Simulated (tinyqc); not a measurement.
Worked calculation (part 2 of 2): CID on RHF in the 6-311g basis, for H2, spin multiplicity 1. Computed by tinyqc, a small Python program that keeps every step (integrals from PySCF). Command: `OMP_NUM_THREADS=1 python tinyqc.py 28150 28151 out.jsonl` (the two numbers bound the seeds that draw the settings). One thread of a shared host (Intel(R) Xeon(R) Processor @ 2.60GHz), about 0.1 s of CPU time with the checks.

Geometry (angstrom):
```
atom         x         y         z
H     0.000000  0.000000  0.000000
H     0.000000  0.000000  1.071000
```

## CID: roots

Occupation strings over the orbitals (2 doubly, a alpha, b beta, 0 empty; spin orbitals ordered 1a 1b 2a 2b ...): 200000 020000 0a0b00 0a00b0 002000 00a00b 0b0a00 000200 000ab0 0b00a0 000ba0 000020 00b00a 000002

H - E(HF) between determinants (hartree), lower triangle:
```
           200000     020000     0a0b00     0a00b0     002000     00a00b     0b0a00     000200
200000   0.000000
020000   0.080966   0.779735
0a0b00  -0.076477   0.137121   1.095148
0a00b0  -0.028365   0.034779  -0.144890   2.845005
002000   0.053493   0.027587   0.011337  -0.010760   1.222084
00a00b   0.035211   0.009673  -0.020777  -0.016001  -0.098091   3.182052
0b0a00   0.076477  -0.137121  -0.068079  -0.015675  -0.011337   0.017894   1.095148
000200   0.091733   0.068079   0.102840  -0.055014   0.046880   0.028080  -0.102840   1.442156
000ab0   0.050617   0.015675  -0.055014   0.042132   0.024820   0.092104  -0.009595  -0.103266
0b00a0   0.028365  -0.034779  -0.015675  -0.032234   0.010760   0.021414  -0.144890   0.055014
000ba0  -0.050617  -0.015675  -0.009595   0.042527  -0.024820  -0.040350  -0.055014   0.103266
000020   0.069552   0.032234  -0.042527  -0.034114   0.031123   0.090586   0.042527   0.080954
00b00a  -0.035211  -0.009673   0.017894   0.021414   0.098091  -0.031835  -0.020777  -0.028080
000002   0.067341   0.024822  -0.036490  -0.067840   0.031835  -0.011419   0.036490   0.062649

           000ab0     0b00a0     000ba0     000020    00b00a    000002
000ab0   3.230396
0b00a0   0.042527   2.845005
000ba0  -0.080954   0.042132   3.230396
000020  -0.011275   0.034114   0.011275   5.148770
00b00a  -0.040350  -0.016001   0.092104  -0.090586  3.182052
000002   0.120403   0.067840  -0.120403   0.296826  0.011419  5.405039
```

Diagonalise (each vector has its largest component positive (the first on a tie)); all determinants have Ms = 0, so triplets appear too. The lowest singlet root is the correlation energy.

lowest roots of this matrix, relative to E(HF) (hartree): -0.034825  0.708812  1.011232  1.156617  1.205010  1.521763  2.803583  2.883390

lowest vectors:
```
           root 1     root 2    root 3     root 4
200000   0.982666   0.148824  0.000000  -0.081083
020000  -0.118308   0.917051  0.000000   0.315443
0a0b00   0.082257  -0.255272  0.704143   0.553743
0a00b0   0.012840  -0.029776  0.061873   0.020682
002000  -0.038444  -0.053170  0.000000   0.179167
00a00b  -0.008960  -0.010643  0.000337   0.026407
0b0a00  -0.082257   0.255272  0.704143  -0.553743
000200  -0.065682  -0.033823  0.000000  -0.495177
000ab0  -0.014317  -0.012780  0.018819  -0.016907
0b00a0  -0.012840   0.029776  0.061873  -0.020682
000ba0   0.014317   0.012780  0.018819   0.016907
000020  -0.008957  -0.012335  0.000000   0.017217
00b00a   0.008960   0.010643  0.000337  -0.026407
000002  -0.008135  -0.009614  0.000000   0.015472
```

<S^2> of these roots: 0.000000  0.000000  2.000000  0.000000  0.000000  0.000000  2.000000  0.000000

weight of the ground state by excitation level 0, 1, 2, ...: 0.965632  0.000000  0.034368

## The lowest root by the Davidson method

Start from the reference; add the residual divided by (theta - H_ii), orthogonalised, at each step.

Davidson iterations:
```
iteration  subspace  lowest Ritz value (hartree)  residual norm
1                 1                            0       2.19e-01
2                 2                  -0.03417104       4.63e-02
3                 3                  -0.03481941       3.31e-03
4                 4                  -0.03482528       5.98e-04
5                 5                  -0.03482541       2.73e-05
6                 6                  -0.03482541       1.41e-06
7                 7                  -0.03482541       7.11e-08
```
